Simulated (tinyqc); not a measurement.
## Voltage drop against the resistance of a horizontal segment

A grid of 25 by 25 nodes with segments Rx (rows) and Ry (columns); every node draws I1 and the central node kh I1; pads with resistance Rp sit at the nodes whose row and column are multiples of the pitch, counting from 0. The drops u = Vdd - V follow from G u = i, with G the conductance matrix and i the load currents, solved directly. Here the pitch is 4.

Values chosen for this exercise:

| symbol | value | unit | meaning |
|---|---|---|---|
| Vdd | 0.8 | V | supply voltage |
| Ry | 0.1 | ohm | resistance of a vertical segment |
| Rp | 0.22 | ohm | resistance from a pad node to the supply |
| kh | 5 |  | factor on the load at the hot node |
| I1 | 0.39 | mA | load current of a node in the large grid |

Voltage drop against the resistance of a horizontal segment:
columns A: Rx (ohm); B: pads; C: worst drop (mV); D: mean drop (mV); E: largest drop at a pad (mV); F: largest pad current (mA); G: worst drop over Vdd (%)
```
A       B      C      D      E      F       G
0.013  49  1.287  1.185  1.224  5.566  0.1609
0.025  49  1.317  1.202  1.245  5.657  0.1646
0.05   49  1.367  1.232  1.275  5.797  0.1709
0.1    49  1.445  1.279  1.316  5.983  0.1806
0.2    49  1.570  1.352  1.363  6.194  0.1962
0.4    49  1.765  1.471  1.407  6.395  0.2207
0.8    49  2.099  1.678  1.444  6.563  0.2624
```

Read the table: what changes, and by how much?

The worst drop rises from 1.29 to 2.10 mV and the mean drop rises from 1.18 to 1.68 mV. The worst drop goes as Rx^(0.03) between the first two rows and Rx^(0.25) between the last two. The central node is itself a pad.

tinyqc, about 0.3 s, one thread, Intel Xeon 2.30GHz (shared host): `OMP_NUM_THREADS=1 python tinyqc.py 2770130 2770131 out.jsonl`
